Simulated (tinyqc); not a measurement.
# Ellipsometry and reflectance of a transparent film on an absorbing substrate: what changes with what

Air (index 1), film, substrate with N2 = n2 - i k2; time factor exp(+i w t). q_j = sqrt(N_j^2 - sin^2 th), root with positive real part. Fresnel coefficients r_s = (q_a - q_b)/(q_a + q_b), r_p = (N_b^2 q_a - N_a^2 q_b)/(N_b^2 q_a + N_a^2 q_b). tan(Psi) exp(i Delta) = R_p/R_s, Delta taken from 0 to 360 degrees.

Values chosen for this exercise; indices close to those of silicon dioxide on silicon:
- lam = 546.1 nm (wavelength)
- th = 75 degrees (angle of incidence)
- n1 = 1.458 (index of the transparent film)
- d = 5.8 nm (film thickness)
- n2 = 4.086 (index of the substrate)
- k2 = 0.031 (extinction coefficient of the substrate)

Each table varies one quantity; the others keep the values above.

## Psi and Delta against the film thickness

beta = 2 pi d q1/lam, X = exp(-2 i beta), R = (r01 + r12 X)/(1 + r01 r12 X) for p and s. The last column is the derivative of Delta.

Result of one run:
```
d (nm),Psi (degrees),Delta (degrees),|R_p|^2,|R_s|^2,dDelta/dd (degrees/nm)
28,17.308,82.005,0.072513,0.74677,-0.81534
```

What becomes of these results when the film thickness d is changed from 28 to 139 nm, all else the same?

Result of the changed run:
```
d (nm),Psi (degrees),Delta (degrees),|R_p|^2,|R_s|^2,dDelta/dd (degrees/nm)
139,62.851,294.61,0.37901,0.099670,-0.14302
```

The whole series:
```
d (nm),Psi (degrees),Delta (degrees),|R_p|^2,|R_s|^2,dDelta/dd (degrees/nm)
0,2.7714,175.25,0.0018048,0.77019,-14.004
28,17.308,82.005,0.072513,0.74677,-0.81534
56,29.487,66.355,0.21111,0.66019,-0.35529
83,39.924,61.759,0.32125,0.45871,0.023456
111,63.382,65.157,0.37970,0.095364,-0.18033
139,62.851,294.61,0.37901,0.099670,-0.14302
167,39.714,298.05,0.31917,0.46260,0.017005
194,29.269,293.28,0.20793,0.66193,-0.36220
222,16.974,277.36,0.069630,0.74740,-0.83267
250,2.7707,175.47,0.0018038,0.77019,-14.012
```

Psi goes from 2.77 through a maximum of 63.4 (at d = 111 nm among the rows listed) to 2.77 degrees. The period is 250.0 nm, after which Psi and Delta return to the values of the bare substrate, so one angle and wavelength fix d only up to a multiple of it. The size of the slope of Delta runs from 0.0170 to 14.0 degrees/nm among the rows; Delta is counted modulo 360 degrees, and sharper features can lie between the rows.

## Effect of the angle of incidence

Same model as above.

dDelta/dd is the derivative of Delta; period lam/(2 q1).

Results:
```
th (degrees),Psi (degrees),Delta (degrees),|R_p|^2,|R_s|^2,dDelta/dd (degrees/nm),period (nm)
50,32.20,176.0,0.2071,0.5224,-0.6455,220.1
55,28.74,174.7,0.1684,0.5599,-0.8610,226.4
60,24.48,172.7,0.1250,0.6029,-1.178,232.8
65,19.15,169.4,0.07862,0.6518,-1.712,239.1
70,12.41,161.6,0.03426,0.7071,-2.876,244.9
80,10.70,21.91,0.02995,0.8385,2.977,254.0
85,26.22,6.460,0.2221,0.9154,0.9965,256.5
```

Estimate the missing row, th = 75 degrees.

Computed row:
```
th (degrees),Psi (degrees),Delta (degrees),|R_p|^2,|R_s|^2,dDelta/dd (degrees/nm),period (nm)
75,4.831,120.9,0.005495,0.7692,-4.983,250.0
```

With this row back in the table: Psi goes from 32.2 through a minimum of 4.83 (at th = 75 among the rows listed) to 26.2 degrees and |R_p|^2 goes from 0.207 through a minimum of 0.00549 (at th = 75 among the rows listed) to 0.222. The slope of Delta is largest in size, 4.98 degrees/nm, at th = 75 among the rows. The bare substrate has its smallest |R_p| near arctan(n2) = 76.2 degrees.

tinyqc, about 0.01 s, one thread, Intel Xeon 2.30GHz (shared host): `OMP_NUM_THREADS=1 python tinyqc.py 2870188 2870189 out.jsonl`
